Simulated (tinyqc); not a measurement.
# Pull-up strength from the switching point

Question. Transistor (EKV form, voltages against the body): I = 2 n b Vt^2 [F(vp - Vs) - F(vp - Vd)] from drain to source, F(v) = ln^2(1 + exp(v/(2 Vt))), vp = (Vg - VT + sg |Vd - Vs|)/n. n-channel bodies are at 0; for the p-channel device all voltages are counted down from Vdd. b in uA/V^2 gives I in uA. In an inverter In(Vg = Vd = VM) equals Ip at the switching point VM. Find bp and the current there.

Inputs (values chosen for the exercise):

| symbol | value | unit | meaning |
|---|---|---|---|
| T | 300 | K | temperature |
| Vdd | 0.8 | V | supply voltage |
| n | 1.35 |  | slope factor |
| sg | 0.046 |  | drain-induced barrier lowering |
| VTn | 0.31 | V | n-channel threshold |
| VTp | 0.29 | V | p-channel threshold (magnitude) |
| bn | 400 | uA/V^2 | gain factor of the pull-down transistor |

Constants: q = 1.602176634e-19 C, kB = 1.380649e-23 J/K, Vt = kB T/q. Results are converted to the units shown.

VM = 0.419214923 V

Solution. Ip is proportional to bp, so bp is In(VM) over the p-channel current for unit b.

bp = 520 uA/V^2
current at VM = 2.85 uA

Computed by the program tinyqc: `OMP_NUM_THREADS=1 python tinyqc.py 2340149 2340150 out.jsonl`, one thread of a shared Intel Xeon 2.30GHz, about 0.04 s for the whole run.
